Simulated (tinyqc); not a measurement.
## Voltage acceleration of oxide breakdown, four models on the same data: lifetime against voltage in four models

Field E = V/tox in MV/cm. Models: ln(t63/1 s) = a - c X with X = E (E model), -1/E (1/E model), ln V (power law, c the exponent n) or sqrt(E).

a and c were fitted to stress data from 1.91 to 2.55 V. Project to Vu, multiply by exp[(Ea q/kB)(1/Tu - 1/Ts)] and by ks; ten years are 3.15576e8 s.

Inputs (values chosen for the exercise): oxide thickness tox = 2 nm; stress temperature Ts = 373 K; use temperature Tu = 358 K; activation energy Ea = 0.91 eV; factor for area and percentile ks = 2.7e-6.

Constants: q = 1.602176634e-19 C, kB = 1.380649e-23 J/K. Results are converted to the units shown.

| model | c | a |
|---|---|---|
| E | 2.70830 | 36.3185 |
| 1/E | 331.092 | -23.9908 |
| power | 30.1000 | 30.0507 |
| sqrt E | 18.0808 | 66.3902 |

Result of one run:

| Vu (V) | log10 years, E | log10 years, 1/E | log10 years, power | log10 years, sqrt E |
|---|---|---|---|---|
| 2.18 | -9.600 | -9.780 | -9.689 | -9.644 |

What becomes of these results when the use voltage Vu is changed from 2.18 to 0.88 V, all else the same?

Result of the changed run:

| Vu (V) | log10 years, E | log10 years, 1/E | log10 years, power | log10 years, sqrt E |
|---|---|---|---|---|
| 0.88 | -1.955 | 9.708 | 2.169 | -0.1910 |

The whole series:

| Vu (V) | log10 years, E | log10 years, 1/E | log10 years, power | log10 years, sqrt E |
|---|---|---|---|---|
| 0.88 | -1.955 | 9.708 | 2.169 | -0.1910 |
| 1.07 | -3.072 | 3.905 | -0.3862 | -1.882 |
| 1.25 | -4.131 | 0.03496 | -2.419 | -3.351 |
| 1.44 | -5.248 | -3.001 | -4.268 | -4.790 |
| 1.62 | -6.307 | -5.220 | -5.808 | -6.068 |
| 1.81 | -7.424 | -7.083 | -7.258 | -7.342 |
| 1.99 | -8.483 | -8.520 | -8.497 | -8.489 |
| 2.18 | -9.600 | -9.780 | -9.689 | -9.644 |

The four agree within 0.18 decades in the last row, inside the stress range, and part by 11.7 decades in the first. The local exponent -d ln t/d ln V is c E for the E model, which shrinks as V falls, constant for the power law, and c/E for the 1/E model, which grows as V falls.

Range of the model: All four laws are empirical fits; none is established far below the stress range.

tinyqc, about 0.01 s, one thread, Intel Xeon 2.30GHz (shared host): `OMP_NUM_THREADS=1 python tinyqc.py 2070171 2070172 out.jsonl`
